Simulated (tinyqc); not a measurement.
Free-carrier optics of a doped semiconductor (Drude model with one polar phonon): sweeps and comparisons. A value that a table varies takes the place of the one given here.

eps(E) = ei [1 - Ep^2/(E^2 + i E Gam)] + (es - ei) wT^2/(wT^2 - E^2 - i E gT), with Ep^2 = 8 pi c (e^2/(4 pi eps0)) N/(m ei), c = hbar^2/2m0, N in 1/angstrom^3 (1e-24 per 1/cm^3); Gam = hbar/tau, tau = mu m m0/e with m0/e = 5.685630e-12 kg/C and mu in m^2/(V s). Energies in meV.

n + i k = sqrt(eps1 + i eps2) with k >= 0; R = ((n - 1)^2 + k^2)/((n + 1)^2 + k^2) at normal incidence from vacuum; alpha = 2 E k/(hbar c), times 1e8 for 1/cm; loss function Im(-1/eps) = eps2/(eps1^2 + eps2^2).

Constants: hbar^2/2m0 = 3.80998211 eV angstrom^2; e^2/(4 pi eps0) = 14.39964547 eV angstrom; hbar = 6.58211957e-16 eV s; hbar c = 1973.269805 eV angstrom.

Parameters, chosen for this exercise (mass and dielectric values near those of InAs; N and mu are free inputs; interband absorption and the rise of the mass with filling are left out; not measured data):
- m = 0.0285 m0 (conductivity mass)
- ei = 12.56 (high-frequency dielectric constant)
- wT = 27 meV (TO phonon)
- es = 15.29 (static dielectric constant)
- N = 1.7e+17 1/cm^3 (carrier density)
- mu = 36000 cm^2/(V s) (mobility)
- gT = 0.6 meV (phonon damping)
- E = 54.1 meV (photon energy)

## The coupled modes against doping

L-, L+ solve E^4 - (wL^2 + Ep^2) E^2 + Ep^2 wT^2 = 0, wL = wT sqrt(es/ei); damping left out; energies in meV.

Modes:
```
N (1/cm^3)      Ep     L-      L+  Ep sqrt(ei/es)
7.0e+15       5.19   4.69   29.87            4.71
2.0e+16       8.78   7.89   30.04            7.96
7.0e+16      16.42  14.38   30.83           14.88
1.0e+17      19.63  16.85   31.44           17.79
2.0e+17      27.76  21.79   34.40           25.16
5.0e+17      43.89  25.47   46.53           39.78
9.0e+17      58.88  26.26   60.54           53.36
2.0e+18      87.77  26.70   88.76           79.55
7.0e+18     164.21  26.92  164.70          148.83
```

wL = 29.79 meV

What can be read from the table?

At low density L- follows Ep sqrt(ei/es) (4.69 against 4.71), a plasmon screened by the lattice, and L+ starts at wL. At the highest density L- has come within 0.08 meV of wT, since the carriers screen the field that lifts wL, and L+ is within 0.50 meV of Ep. The branches are closest, 12.61 meV, at 2e+17 1/cm^3 of those listed. The mass is held fixed, while in a real band it rises with filling.

## Reflectance across the plasma edge

Spectrum:
```
E (meV)      eps1    eps2      R  alpha (1/cm)
2.6      -1008.53  444.33  0.976      8.56e+03
7.7       -120.27   19.92  0.971      8.59e+03
12.8       -33.73    4.44  0.957      7.55e+03
17.9        -8.14    1.74  0.878      5.21e+03
21.8         3.12    1.30  0.097           794
25.6        25.93    5.95  0.458      1.51e+03
28.1       -28.32    8.90  0.898      1.53e+04
32.0        -2.18    0.72  0.745      4.85e+03
38.4         4.32    0.25  0.123           230
51.2         8.37    0.09  0.237          77.3
76.8        10.78    0.02  0.284          28.3
127.9       11.93    0.01  0.304          9.50
```

What can be read from the table?

Ep = 25.6 meV and Gam = 1.1 meV. R is 0.976 at the lowest energy and lowest, 0.097, at 21.8 meV of those listed; without damping and phonon it would vanish at Ep sqrt(ei/(ei - 1)) = 26.7 meV. At the highest energy R is 0.304, against 0.313 for ei alone. Between the last two rows alpha goes as E^-2.14, where the Drude limit far above Ep and Gam is E^-2. The phonon adds its own band of high reflectance between wT = 27 meV and about wL = 29.8 meV, which the rows may miss.

## What moves the optical constants

At the energy E. Each row changes one parameter from the base and keeps the others.

Results:
```
case                   Ep (meV)  Gam (meV)       R  alpha (1/cm)
base                      25.59       1.13  0.2468          66.3
N = 2.55e+17 1/cm^3       31.34       1.13  0.2149           102
m = 0.0342 m0             23.36       0.94  0.2564          48.6
mu = 21600 cm^2/(V s)     25.59       1.88  0.2468           102
ei = 13.19                24.97       1.13  0.2638          60.7
E = 64.9 meV              25.59       1.13  0.2706          41.9
```

What does this show?

The largest shifts from the base row, up to three for each result and ties (the steps differ in size, so this ranks the rows, not the parameters). Ep (meV): N +5.75, m -2.23, ei -0.62; unchanged at the printed digits by mu and E. Gam (meV): mu +0.75, m -0.19; unchanged at the printed digits by N, ei and E. R: N -0.0319, E +0.0238, ei +0.0170; unchanged at the printed digits by mu. alpha (1/cm): mu +35.9, N +35.4, E -24.5.

Program tinyqc; command `OMP_NUM_THREADS=1 python tinyqc.py 1651068 1651069 out.jsonl`; about 0.01 s on one thread of a shared Intel(R) Xeon(R) Processor @ 2.30GHz.
